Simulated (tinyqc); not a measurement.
Comparisons within one model: parabolic quantum dot in a magnetic field (Fock-Darwin). A value that a table varies takes the place of the one given here.

Two dimensions, V = m w0^2 r^2/2, one valley. hbar wc = 2 muB B/m, W = sqrt(w0^2 + wc^2/4), E(n, l, s) = (2n + |l| + 1) hbar W - l hbar wc/2 + s gs muB B, n = 0, 1, ..., l = 0, +/-1, ..., s = +/-1/2; length lam = sqrt(2c/(m hbar W)), c = hbar^2/2m0.

Two electrons, first order in the Coulomb energy: the singlet (0,0)^2 has 2W + J0 and the lowest triplet (0,0)(0,1) has 3W - wc/2 + J0/2 - Ez, with J0 = sqrt(pi/2) q/(eps lam), q = e^2/(4 pi eps0), Ez = |gs| muB B.

Exact treatment: the centre of mass separates with energy W, and the relative motion obeys [-(2c/m) Laplacian + (2c/m) r^2/(2 lam^2)^2 + q/(eps r)] psi = e_l psi for angular number l, solved in 14 Gaussians r^l exp(-a r^2), a = 1.7^i/(4 lam^2), i = -3 to 10. E(S) = W + e_0, E(T) = W + e_1 - wc/2 - Ez.

Constants: muB = 5.788381798e-05 eV/T; hbar^2/2m0 = 3.80998211 eV angstrom^2; e^2/(4 pi eps0) = 14.39964547 eV angstrom.

Parameters, chosen for this exercise (near those of a gate-defined dot in GaAs; the results hold for these values, not for the real material): m = 0.0675 m0 (mass); gs = -0.46 (g factor); w0 = 6.9 meV (confinement energy hbar w0); Bs = (0, 1, 2, 3.2, 4.8, 7.2, 10) T (fields); eps = 13.2 (dielectric constant); B = 4.47 T (magnetic field).

## Levels against field

Six orbital levels without the Zeeman term.

Levels (meV):
```
B (T)   (0,0)   (0,1)  (0,-1)   (0,2)   (1,0)   (0,3)
0       6.900  13.800  13.800  20.700  20.700  27.600
1.0     6.953  13.049  14.764  19.144  20.859  25.240
2.0     7.110  12.505  15.935  17.900  21.330  23.295
3.2     7.426  12.107  17.595  16.789  22.277  21.470
4.8     8.034  11.953  20.185  15.871  24.103  19.789
7.2     9.259  12.344  24.693  15.429  27.777  18.514
10     11.007  13.438  30.589  15.869  33.020  18.301
```

(0,2) crosses (0,-1) where W = 3 wc/2, that is wc = w0/sqrt(2), B = 2.84 T, and (0,3) crosses it at W = wc, B = 4.65 T. States with n = 0 and l >= 0 draw together into the lowest Landau level: their spacing W - wc/2 shrinks from 6.90 to 2.43 meV, while (0,-1) climbs to 19.58 meV above (0,0).

## Singlet against triplet in a field

For each field, first order and exact.

Energies (meV):
```
B (T)      J0  W - wc/2     Ez  E(T) - E(S), first order  exact
0      10.689     6.900  0.000                     1.555   3.74
1.0    10.730     6.096  0.027                     0.704   2.90
2.0    10.850     5.395  0.053                    -0.084   2.12
3.2    11.089     4.682  0.085                    -0.948   1.27
4.8    11.534     3.918  0.128                    -1.977   0.27
7.2    12.382     3.085  0.192                    -3.298  -0.99
10     13.500     2.431  0.266                    -4.585  -2.22
```

Exactly, the triplet drops below the singlet between 4.8 and 7.2 T. First order puts the crossing between 1 and 2 T; with J0/W = 1.55 at zero field it misses the splitting there by 2.19 meV. From the first row to the last the orbital cost falls by 4.47 meV, the Coulomb gain J0/2 (half direct, half exchange) grows by 1.41 meV and the Zeeman gain by 0.27 meV. States of higher angular number, which take over at higher fields, in soft dots already within such a table, are left out.

## What each parameter does

The two modes W +/- wc/2, lam and the exact E(T) - E(S), with q = e^2/(4 pi eps0) and Ez = |gs| muB B. Each row changes one parameter from the base and keeps the others.

Results:
```
case           upper mode (meV)  lower mode (meV)  lam (angstrom)  E(T) - E(S) (meV)
base                     11.726             4.060           119.6               0.47
B = 2.68 T                9.571             4.974           124.6               1.63
w0 = 8.62 meV            13.267             5.601           109.4               1.54
m = 0.0776 m0            10.998             4.329           113.2               0.67
gs = -0.69               11.726             4.060           119.6               0.41
eps = 11.2               11.726             4.060           119.6               0.14
```

The largest shifts from the base row, up to three for each result and ties (the steps differ in size, so this ranks the rows, not the parameters). upper mode (meV): B -2.156, w0 +1.541, m -0.729; unchanged at the printed digits by gs and eps. lower mode (meV): w0 +1.541, B +0.914, m +0.269; unchanged at the printed digits by gs and eps. lam (angstrom): w0 -10.2, m -6.4, B +5.0; unchanged at the printed digits by gs and eps. E(T) - E(S) (meV): B +1.16, w0 +1.08, eps -0.33.

Computed by tinyqc, a small Python program: `OMP_NUM_THREADS=1 python tinyqc.py 1281405 1281406 out.jsonl` (the numbers bound the seed that draws the inputs); one thread of a shared host (Intel(R) Xeon(R) Processor @ 2.30GHz), about 0.07 s for the whole set of steps.
